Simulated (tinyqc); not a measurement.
Complex band structure along [001] in sp3s* tight binding: one step. The layer matrices. Three cases, with inputs chosen for the exercise.

Question. Parameters in the order Esa, Epa, Esc, Epc, Exa, Exc, Vss, Vxx, Vxy, Vsapc, Vscpa, Vxapc, Vpaxc. Form H0 and T.

For k = (0, 0, kz) the phase sums are g0 = cos(phi) and g3 = i sin(phi), phi = kz a/4, and the s, pz, s* orbitals of anion (a) and cation (c) decouple from px, py. With z = exp(i phi), H(z) = H0 + z T + T^T/z for any complex z. H0 is diagonal (Esa, Epa, Exa, Esc, Epc, Exc). The anion-cation block is B(z) = z U + W/z and the cation-anion block z W^T + U^T/z, where U has Vss/2 (s,s), Vsapc/2 (s,z), -Vscpa/2 (z,s), Vxx/2 (z,z), Vxapc/2 (s*,z), -Vpaxc/2 (z,s*), and W has the same values with the s-z and s*-z signs reversed. |z| = 1 is a band state, |z| < 1 decays along [001] as exp(-kappa d) over a distance d, kappa = -(4/a) ln|z|. No spin-orbit coupling.

Give: diagonal of H0; T.

Case 1.

Values chosen (out of a larger set: near a published set for InAs, fitted to gaps, whose masses and valley positions are rough (light masses up to twice too heavy); not measured data): p = (-9.516, 0.907, -2.731, 3.676, 7.436, 6.696, -5.664, 1.859, 4.435, 3.02, 5.398, 3.356, 3.932) eV (order Esa, Epa, Esc, Epc, Exa, Exc, Vss, Vxx, Vxy, Vsapc, Vscpa, Vxapc, Vpaxc).

Answer.

diagonal of H0 (eV): sa -9.5160, za 0.9070, s*a 7.4360, sc -2.7310, zc 3.6760, s*c 6.6960

T (eV), rows sa, za, s*a, sc, zc, s*c and columns alike:
```
[[0.0000, 0.0000, 0.0000, -2.8320, 1.5100, 0.0000],
 [0.0000, 0.0000, 0.0000, -2.6990, 0.9295, -1.9660],
 [0.0000, 0.0000, 0.0000, 0.0000, 1.6780, 0.0000],
 [-2.8320, 2.6990, 0.0000, 0.0000, 0.0000, 0.0000],
 [-1.5100, 0.9295, -1.6780, 0.0000, 0.0000, 0.0000],
 [0.0000, 1.9660, 0.0000, 0.0000, 0.0000, 0.0000]]
```

Case 2.

Values chosen (out of a larger set: near a published set for Si, fitted to gaps, whose masses and valley positions are rough (light masses up to twice too heavy); not measured data): p = (-4.184, 1.71, -4.184, 1.71, 6.707, 6.707, -8.285, 1.708, 4.588, 5.749, 5.749, 5.389, 5.389) eV (order Esa, Epa, Esc, Epc, Exa, Exc, Vss, Vxx, Vxy, Vsapc, Vscpa, Vxapc, Vpaxc).

Answer.

diagonal of H0 (eV): sa -4.1840, za 1.7100, s*a 6.7070, sc -4.1840, zc 1.7100, s*c 6.7070

T (eV), rows sa, za, s*a, sc, zc, s*c and columns alike:
```
[[0.0000, 0.0000, 0.0000, -4.1425, 2.8745, 0.0000],
 [0.0000, 0.0000, 0.0000, -2.8745, 0.8540, -2.6945],
 [0.0000, 0.0000, 0.0000, 0.0000, 2.6945, 0.0000],
 [-4.1425, 2.8745, 0.0000, 0.0000, 0.0000, 0.0000],
 [-2.8745, 0.8540, -2.6945, 0.0000, 0.0000, 0.0000],
 [0.0000, 2.6945, 0.0000, 0.0000, 0.0000, 0.0000]]
```

Case 3.

Values chosen (out of a larger set: near a published set for GaSb, fitted to gaps, whose masses and valley positions are rough (light masses up to twice too heavy); not measured data): p = (-7.313, 0.856, -3.902, 2.919, 6.622, 5.993, -6.143, 1.575, 4.122, 4.956, 4.682, 4.977, 4.223) eV (order Esa, Epa, Esc, Epc, Exa, Exc, Vss, Vxx, Vxy, Vsapc, Vscpa, Vxapc, Vpaxc).

Answer.

diagonal of H0 (eV): sa -7.3130, za 0.8560, s*a 6.6220, sc -3.9020, zc 2.9190, s*c 5.9930

T (eV), rows sa, za, s*a, sc, zc, s*c and columns alike:
```
[[0.0000, 0.0000, 0.0000, -3.0715, 2.4780, 0.0000],
 [0.0000, 0.0000, 0.0000, -2.3410, 0.7875, -2.1115],
 [0.0000, 0.0000, 0.0000, 0.0000, 2.4885, 0.0000],
 [-3.0715, 2.3410, 0.0000, 0.0000, 0.0000, 0.0000],
 [-2.4780, 0.7875, -2.4885, 0.0000, 0.0000, 0.0000],
 [0.0000, 2.1115, 0.0000, 0.0000, 0.0000, 0.0000]]
```

Computed by tinyqc, one run a case: `OMP_NUM_THREADS=1 python tinyqc.py N N+1 out.jsonl` with N = 1481097, 1481205, 1481237; one thread of a shared Intel(R) Xeon(R) Processor @ 2.30GHz, about 0.01 s a run at most.
